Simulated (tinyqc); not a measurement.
Inside a calculation. Model: nucleation and growth of vacancy voids in a cooling silicon-like crystal. Computed by tinyqc, a small Python program that keeps every step. Command: `OMP_NUM_THREADS=1 python tinyqc.py 3017357 3017358 out.jsonl voids walk`. One thread of a shared host (Intel(R) Xeon(R) Processor @ 2.30GHz), about 0.4 s of CPU time with the checks. Intermediate numbers are printed to about 5 digits and carried at full precision; extremes and crossings named in words are read from the listed rows.

Spherical voids; vacancies are lost only to voids.

Inputs (values chosen for the exercise, for a model crystal): vacancy density at the melting point C_m = 7.9e+14 1/cm^3; formation energy E_f = 4.02 eV; melting point T_m = 1685 K; diffusion prefactor D0 = 0.00048 cm^2/s; migration energy E_m = 0.49 eV; site density rho = 5e+22 1/cm^3; void surface energy gamma = 0.952 J/m^2; cooling rate q = 1.4 K/min; ratio (V/G)/xi_c = 1.89; limit of the excess at high V/G = 1.6e+14 1/cm^3; temperature of the worked step T = 1390 K; temperature step = 0.25 K.

Vacancy supply: from V/G.

Constants: k_B = 8.617333262e-05 eV/K; k_B = 1.380649e-23 J/K; e = 1.602176634e-19 C.

## Vacancy excess

C = C_x (u - 1)/(u + 0.2) with u = (V/G)/xi_c, a form chosen for the exercise.

initial excess C = 6.8134e+13 1/cm^3

## Nucleation rate at T with the initial excess

C_e = C_m exp[-(E_f/k_B)(1/T - 1/T_m)]; D = D0 exp(-E_m/(k_B T)); f = k_B T ln(C/C_e); r* = 2 gamma/(rho f); W* = 16 pi gamma^3/(3 rho^2 f^2); Z = f/sqrt(12 pi W* k_B T); I = rho Z (4 pi r* D C) exp(-W*/(k_B T)).

C_e = 2.2174e+12 1/cm^3

D = 8.0284e-06 cm^2/s

driving force f = 0.41027 eV

critical radius r* = 0.57932 nm

W*/(k_B T) = 69.737

rate I = 6.8765e-07 1/(cm^3 s)

Cooling by 10 K multiplies I by 2100: nucleation switches on within a narrow range of temperature.

## Cooling through the nucleation range

March down from 1500 K in steps dT, dt = dT/q, with values at the upper end of each step: a class of I dt voids is born with r*; then all classes grow by r^2 += 2 D (C - C_e) dt/rho; C falls by the vacancies added to voids. Stop at 1150 K. T_n is the T of the largest I, N the final count (classes under 1e-6 /cm^3 are dropped), and the mean radius the number average.

Rows around the peak of I:
```
T (K)    C (1/cm^3)  C_e (1/cm^3)  I (1/(cm^3 s))  voids (1/cm^3)  mean radius (nm)
1377.25  6.8134e+13    1.6252e+12      9.3574e-03      5.3895e-01            10.737
1367.25  6.8134e+13    1.2686e+12      4.2618e+00      2.9332e+02            11.392
1357.25  6.8095e+13    9.8659e+11      7.6190e+02      6.2382e+04            12.063
1352.25  6.7683e+13    8.6885e+11      6.7050e+03      6.3901e+05            12.574
1349.25  6.6448e+13    8.0469e+11      1.6635e+04      2.0528e+06            13.331
1347.25  6.4501e+13    7.6443e+11      2.0545e+04      3.6755e+06            14.382
1345.25  6.1235e+13    7.2608e+11      1.5636e+04      5.3123e+06            16.142
1343.25  5.6736e+13    6.8954e+11      6.9461e+03      6.3179e+06            18.588
1341.25  5.1487e+13    6.5474e+11      1.8933e+03      6.6911e+06            21.309
1338.25  4.3289e+13    6.0563e+11      1.2669e+02      6.7903e+06            24.922
1335.25  3.5585e+13    5.6000e+11      3.8824e+00      6.7957e+06            27.622
```

temperature of peak nucleation T_n = 1347.25 K

void density N = 6.7959e+06 1/cm^3

mean radius = 35.957 nm

vacancies left at 1150 K = 5.5795e+09 1/cm^3

I rises as supersaturation builds and collapses once the first voids have drawn C down by 5 % at the peak. Nearly all the excess then goes into these voids: [3 C/(4 pi rho N)]^(1/3) = 36.3 nm.

## Cooling rate

The formulas are those given above.

At fixed C:
```
q (K/min)  T_n (K)  N (1/cm^3)  mean radius (nm)
0.14       1359.50  2.2331e+05            112.48
0.35       1355.00  8.6928e+05             71.45
0.70       1351.25  2.4305e+06             50.69
1.40       1347.25  6.7959e+06             35.96
2.80       1343.25  1.9001e+07             25.50
5.60       1338.75  5.3113e+07             18.09
14.00      1332.50  2.0653e+08             11.49
```

Over the rows N goes as q^1.48 and the radius as q^-0.50, near the 3/2 and -1/2 of the scaling argument (depletion time 1/(4 pi N r D) equal to the time in the nucleation range, at fixed N r^3). T_n drops only 27 K for a factor 100 in q. Fast cooling gives many small voids, which an anneal can dissolve.

## Vacancy excess varied

The formulas are those given above.

At fixed q:
```
C (1/cm^3)  T_n (K)  N (1/cm^3)  mean radius (nm)
2.70e+13    1299.75  1.4022e+07            20.715
4.10e+13    1321.00  1.0111e+07            26.571
6.80e+13    1347.25  6.8064e+06            35.914
1.10e+14    1373.00  4.6742e+06            47.818
1.70e+14    1397.00  3.3278e+06            61.950
```

More vacancies nucleate earlier (T_n rises by 97 K) and give fewer, larger voids: N goes as C^-0.78 and the radius as C^0.60, steeper than the -1/2 and +1/2 of the scaling argument at fixed D, because D rises with T_n.

Checks made by the program: Z against the curvature of W(n) (relative difference below 1e-10); N against a run with half the step (relative difference 2e-03).
